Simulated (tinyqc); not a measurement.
A longer run and its error bar: q-state Potts model on a small periodic square lattice: enumeration, Metropolis, heat-bath and Wolff steps. Computed by tinyqc, a small Python program. Command: `OMP_NUM_THREADS=1 python tinyqc.py 3110313 3110314 out.jsonl potts walk`. One thread of a shared host (Intel(R) Xeon(R) Processor @ 2.30GHz), about 0.04 s of CPU time with the checks.

E = -J x (number of nearest-neighbour bonds with equal states); n x n sites with periodic edges have 2 n^2 bonds. Order parameter m = (q f - 1)/(q - 1), f being the largest share of one state. Sites are numbered row by row from 0. Here q = 4 and n = 3.

Inputs (values chosen for the exercise, for a model of domains or grain orientations):

| quantity | value | unit |
|---|---|---|
| number of states q | 4 | - |
| edge n | 3 | - |
| coupling J | 33 | meV |
| temperature T | 246 | K |
| seed | 996911 | - |

Update: Wolff cluster.

Constants: k_B = 8.617333262e-05 eV/K.

Method:
- K = J/(k_B T); the infinite square lattice orders at K_c = ln(1 + sqrt(q)); Wolff bond probability p = 1 - exp(-K).
- All q^(n^2) states are counted by their number b of equal bonds; weights g(b) exp(K b), K = J/(k_B T). Per site: u = -J <b>/n^2, c/k_B = K^2 (<b^2> - <b>^2)/n^2.
- ln Z = ln sum g(b) exp(K b); entropy per site s/k_B = (ln Z - K <b>)/n^2.
- After 400 updates are discarded, b is recorded for 4000 cluster flips of the update named (random numbers not printed, so these rows are one sample). Records are averaged in blocks; the error is the scatter of block means over sqrt(number of blocks), and the last column its square over that for single records.

start states:
```
   1  2  3
1  2  3  0
2  2  3  1
3  3  3  0
```

K = 1.55670

p = 0.789170

<b> = 17.7238

Blocking:

| block length | mean b | error | variance ratio |
|---|---|---|---|
| 1 | 17.7525 | 0.017660 | 1.0000 |
| 4 | 17.7525 | 0.028278 | 2.5640 |
| 16 | 17.7525 | 0.037185 | 4.4335 |
| 40 | 17.7525 | 0.039131 | 4.9096 |
| 100 | 17.7525 | 0.038141 | 4.6642 |

The run gives 17.753 +/- 0.039 (blocks of 40) against the exact 17.724, a difference of 0.7 error bars. Single records understate the error by a factor of about 2.2, because successive records are correlated.

Extremes, crossings and ranges named in words are read from the listed rows.
